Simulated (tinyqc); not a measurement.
# Frequency dispersion of an accumulation capacitance by border traps, distributed model: what changes with what

Traps spread evenly through the insulator exchange electrons with the semiconductor by tunnelling, with tau(x) = t0 exp(2 ka x) at depth x from the interface. The admittance per area Y seen at depth x obeys dY/dx = -Y^2/(i w eps0 eox) + q Nb ln(1 + i w tau)/tau, with Y(0) = i w Cs and w = 2 pi f; the gate sees Y(tox) = G + i w C. Working variable y = Y/(i w), in uF/cm^2. Cox = eps0 eox/tox.

Parameters, values chosen for the exercise; permittivity close to that of zirconium oxide:

| symbol | value | unit | meaning |
|---|---|---|---|
| eox | 22.6 |  | relative permittivity of the insulator |
| tox | 3.4 | nm | insulator thickness |
| Cs | 0.5 | uF/cm^2 | semiconductor capacitance in accumulation |
| Nb | 9.1e19 | cm^-3 eV^-1 | density of border traps |
| ka | 5.4 | 1/nm | decay constant of the wave function in the insulator |
| t0 | 1e-9 | s | time constant of a trap at the interface |
| f | 100 | Hz | frequency |

Constants: q = 1.602176634e-19 C, eps0 = 8.8541878128e-14 F/cm where lengths are in cm. Results are converted to the units shown.

Each table varies one quantity; the others keep the values above.

## Capacitance and loss against frequency

Cox; trap-free value 1/(1/Cox + 1/Cs); response depth d = ln(1/(w t0))/(2 ka), where w tau = 1; lumped estimate: all traps within d act as C_bt = q Nb d placed at d/2, so C = 1/{1/[1/(1/Cs + d/(2 eps0 eox)) + C_bt] + (tox - d/2)/(eps0 eox)}. C and G from a fine integration; dispersion -d C/d log10 f over C, from f times and over 1.1. For a broad spread of time constants G/w is close to -(pi/2) dC/d ln w.

The same in every row: trap-free C (uF/cm^2) = 0.4608.

Result of one run:

| f (Hz) | d (nm) | C (uF/cm^2) | G/w (uF/cm^2) | dispersion (% a decade) | -(pi/2) dC/d ln w (uF/cm^2) | lumped C (uF/cm^2) |
|---|---|---|---|---|---|---|
| 1e6 | 0.4694 | 1.099 | 0.1512 | 20.16 | 0.1511 | 0.9955 |

What becomes of these results when the frequency f is changed from 1e6 to 1e5 Hz, all else the same?

Result of the changed run:

| f (Hz) | d (nm) | C (uF/cm^2) | G/w (uF/cm^2) | dispersion (% a decade) | -(pi/2) dC/d ln w (uF/cm^2) | lumped C (uF/cm^2) |
|---|---|---|---|---|---|---|
| 1e5 | 0.6826 | 1.316 | 0.1455 | 16.18 | 0.1452 | 1.214 |

The whole series:

| f (Hz) | d (nm) | C (uF/cm^2) | G/w (uF/cm^2) | dispersion (% a decade) | -(pi/2) dC/d ln w (uF/cm^2) | lumped C (uF/cm^2) |
|---|---|---|---|---|---|---|
| 10 | 1.535 | 2.138 | 0.1397 | 9.563 | 0.1395 | 2.008 |
| 100 | 1.322 | 1.934 | 0.1388 | 10.50 | 0.1386 | 1.818 |
| 1000 | 1.109 | 1.731 | 0.1394 | 11.78 | 0.1392 | 1.623 |
| 10000 | 0.8958 | 1.526 | 0.1416 | 13.58 | 0.1413 | 1.423 |
| 1e5 | 0.6826 | 1.316 | 0.1455 | 16.18 | 0.1452 | 1.214 |
| 1e6 | 0.4694 | 1.099 | 0.1512 | 20.16 | 0.1511 | 0.9955 |
| 1e7 | 0.2562 | 0.8715 | 0.1567 | 26.82 | 0.1595 | 0.7632 |

C falls from 2.138 to 0.8715 uF/cm^2, towards the trap-free 0.4608; each decade of frequency removes ln 10/(2 ka) = 0.213 nm from the response depth. The dispersion rises from 9.56 to 26.8 % a decade and G/w goes from 0.140 through a minimum of 0.139 (at f = 100 Hz among the rows listed) to 0.157 uF/cm^2. G/w lies between 0.983 and 1.00 times -(pi/2) dC/d ln w, the relation for a broad spread of time constants.

## Effect of the insulator thickness

Same model as above.

The same in every row: d (nm) = 1.322.

Effect of the insulator thickness:

| tox (nm) | C (uF/cm^2) | G/w (uF/cm^2) | dispersion (% a decade) | -(pi/2) dC/d ln w (uF/cm^2) | lumped C (uF/cm^2) | trap-free C (uF/cm^2) |
|---|---|---|---|---|---|---|
| 2 | 2.235 | 0.1849 | 12.14 | 0.1850 | 2.083 | 0.4762 |
| 2.8 | 2.053 | 0.1564 | 11.15 | 0.1562 | 1.922 | 0.4673 |
| 3.9 | 1.846 | 0.1263 | 10.01 | 0.1261 | 1.739 | 0.4556 |
| 5.4 | 1.622 | 0.09746 | 8.791 | 0.09727 | 1.538 | 0.4406 |
| 7.5 | 1.387 | 0.07116 | 7.504 | 0.07099 | 1.324 | 0.4211 |
| 10 | 1.182 | 0.05169 | 6.389 | 0.05153 | 1.136 | 0.4000 |
| 14 | 0.9566 | 0.03382 | 5.160 | 0.03367 | 0.9260 | 0.3704 |
| 20 | 0.7435 | 0.02042 | 4.004 | 0.02031 | 0.7248 | 0.3334 |

As tox goes from 2 to 20, C falls from 2.23 to 0.744 uF/cm^2, the dispersion falls from 12.1 to 4.00 % a decade and G/w falls from 0.185 to 0.0204 uF/cm^2. The lumped estimate is 6.8 % below C in the first row and 2.5 % below it in the last.

Numbers from tinyqc (`OMP_NUM_THREADS=1 python tinyqc.py 2202045 2202046 out.jsonl`; about 0.4 s on one thread of a shared Intel Xeon 2.30GHz).
